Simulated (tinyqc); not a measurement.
Inside a calculation. Model: front-illuminated p-i-n photodiode, quantum efficiency and bandwidth.

Computed by the program tinyqc: `OMP_NUM_THREADS=1 python tinyqc.py 2250117 2250118 out.jsonl`, one thread of a shared Intel Xeon 2.30GHz, about 0.01 s for the whole run. Printed values are rounded.

Light enters through a p layer (0 to xp), a depleted layer (xp to xp + wi) and a thick n substrate, decaying as exp(-al x); one pass, no back reflection. Carriers made in the depleted layer are all collected; those in the neutral layers diffuse.

Parameters, values chosen for the exercise; values close to those of silicon at this wavelength: wavelength lam = 1000 nm; absorption coefficient al = 66.5 1/cm; reflectance of the front face Rf = 0.3; relative permittivity eps_r = 11.7; thickness of the front p layer xp = 0.099 um; thickness of the depleted layer wi = 60 um; electron diffusion coefficient in the p layer Dn = 4.4 cm^2/s; electron diffusion length in the p layer Ln = 1.9 um; recombination velocity of the front surface S = 6e6 cm/s; hole diffusion length in the thick n substrate Lp = 2.3 um; electron drift velocity ve = 9.64e6 cm/s; hole drift velocity vh = 6.85e6 cm/s; diameter dia = 110 um; load resistance RL = 50 ohm; parasitic capacitance Cp = 8 fF; modulation frequency f = 0.42 GHz.

Constants: q = 1.602176634e-19 C, h = 6.62607015e-34 J s, c = 299792458 m/s, eps0 = 8.8541878128e-14 F/cm where lengths are in cm. Results are converted to the units shown.

## Quantum efficiency

k = al Ln, s = S Ln/Dn, e = exp(-al xp); front layer f1 = (k/(k^2 - 1)) {[s + k - e (s cosh(xp/Ln) + sinh(xp/Ln))]/[s sinh(xp/Ln) + cosh(xp/Ln)] - k e}; depleted layer f2 = e (1 - exp(-al wi)); substrate f3 = e exp(-al wi) al Lp/(1 + al Lp); external efficiency (1 - Rf)(f1 + f2 + f3); responsivity = efficiency q lam/(h c).

s = 259.0909
f1 = 3.516361e-4
f2 = 0.3287928
f3 = 0.01010155
external efficiency = 0.2374722
responsivity = 0.1915342 A/W

The front layer absorbs 0.0658 % of the light that enters and collects 53.4 % of that. Diffusion from the neutral layers makes up 3.08 % of the current.

## Response at one frequency

Drift response for pairs made in the depleted layer, a = al wi, g = 1 - exp(-a), u = 2 pi i f, te = wi/ve, th = wi/vh: electrons He = [g - a (exp(-a) - exp(-u te))/(u te - a)]/(u te g), holes Hh = [g - a (1 - exp(-a - u th))/(a + u th)]/(u th g); C = eps0 eps_r pi (dia/2)^2/wi + Cp; total |He + Hh|/sqrt(1 + (2 pi f RL C)^2), for the current of the depleted layer alone.

te = 622.4066 ps
th = 875.9124 ps
He = 0.4180808-0.2620181i
Hh = 0.3013681-0.2682032i
|He + Hh| = 0.8937233
C = 24.40811 fF
total response = 0.8937187

The drift response alone falls to 1/sqrt(2) at 0.739 GHz and the RC term alone at 130 GHz; together they give 0.739 GHz for this part of the current; the diffusion currents, left out, respond on their own time scales.
